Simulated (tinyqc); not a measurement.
Double-gate transistor below threshold, two-dimensional Poisson equation on a small mesh: one step of the calculation.

Half of a symmetric double-gate structure: row 0 is the mid-plane of the body, where the normal field vanishes. Mobile charge is neglected (subthreshold), the body is fully depleted, and potentials are counted from the intrinsic level; rows run upward to the gate, columns from source to drain.

Task. Coefficients of the five-point equations. Mesh: rows i = 0..2 in the semiconductor (step hs = tb/2, row 2 on the interface), then 1 step(s) ho = tox/1 up to the gate row 3; columns j = 0..5 (step hy = L/5). Box integration, divided by eps0: up_i = eps hy/h of the interval above row i, dn_i = that of the interval below (0 for row 0), lat_i = (sum of eps h/2 over the intervals above and below)/hy, s_i = -q Na w_i hy/eps0 with w_i the semiconductor height of the box (hs/2 for row 0 and the interface row, hs between, 0 in the insulator). Each free node obeys (up + dn + 2 lat) psi = up psi(above) + dn psi(below) + lat [psi(left) + psi(right)] + s.

Values chosen for this exercise; semiconductor permittivity close to that of germanium:
- eps_r = 16.2 (relative permittivity of the semiconductor)
- eox = 9 (relative permittivity of the insulator)
- tb = 5 nm (half the body thickness)
- tox = 4 nm (insulator thickness)
- L = 34 nm (channel length)
- Na = 0 cm^-3 (acceptor density of the depleted body)

Constants: q = 1.602176634e-19 C, eps0 = 8.8541878128e-14 F/cm where lengths are in cm. Results are converted to the units shown.

Wanted: up; dn; lat; s.

Result.

| row | up | dn | lat | s (V) |
|---|---|---|---|---|
| 0 | 44.06 | 0 | 2.978 | 0 |
| 1 | 44.06 | 44.06 | 5.956 | 0 |
| 2 | 15.30 | 44.06 | 5.625 | 0 |

Computed by the program tinyqc: `OMP_NUM_THREADS=1 python tinyqc.py 2480072 2480073 out.jsonl`, one thread of a shared Intel Xeon 2.30GHz, about 0.1 s for the whole run.
